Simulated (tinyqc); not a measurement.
Harmonic transition-state theory with quantum, tunnelling and friction corrections: one step, computed by the program tinyqc. Command: `OMP_NUM_THREADS=1 python tinyqc.py 3003001 3003002 out.jsonl rates walk`. One thread of a shared host (Intel(R) Xeon(R) Processor @ 2.30GHz), about 0.06 s of CPU time with the checks.

One atom hops between equivalent sites; three modes at the minimum and two real modes at the saddle are treated as harmonic, the rest of the crystal as unchanged; melting is ignored, so hot rows may lie above the melting point.

Problem. Quantum harmonic rate. Vineyard: nu* = product of minimum frequencies / product of real saddle frequencies; k_cl = nu* exp(-E_b/(k_B T)). Quantum harmonic: k_q = (k_B T/h) [prod 2 sinh(x_i/2) (minimum) / prod 2 sinh(x_j/2) (saddle)] exp(-E_b/(k_B T)), x = h nu/(k_B T). Zero-point correction to the barrier = (h/2)(sum of saddle frequencies - sum of minimum frequencies).

Inputs (values chosen for the exercise, modelled on interstitial hydrogen in silicon): barrier E_b = 0.531 eV; temperature T = 325 K.

Lattice of sites: three-dimensional.

frequencies at the minimum (THz): 47.6  49.2  52.6

real frequencies at the saddle (THz): 34.2  45.7

Constants: h x 1 THz = 4.135667696 meV; k_B = 8.617333262e-05 eV/K.

Give: x at the minimum; x at the saddle; zero-point correction; quantum harmonic rate k_q; ratio k_q/k_cl.

Solution.

x at the minimum: 7.029  7.265  7.767

x at the saddle: 5.050  6.748

zero-point correction = -143.7 meV

quantum harmonic rate k_q = 6.722e+06 1/s

ratio k_q/k_cl = 14.63

To second order in x the ratio is 1 + (sum x_i^2 - sum x_j^2)/24 = 4.8116; the x are too large for that expansion.
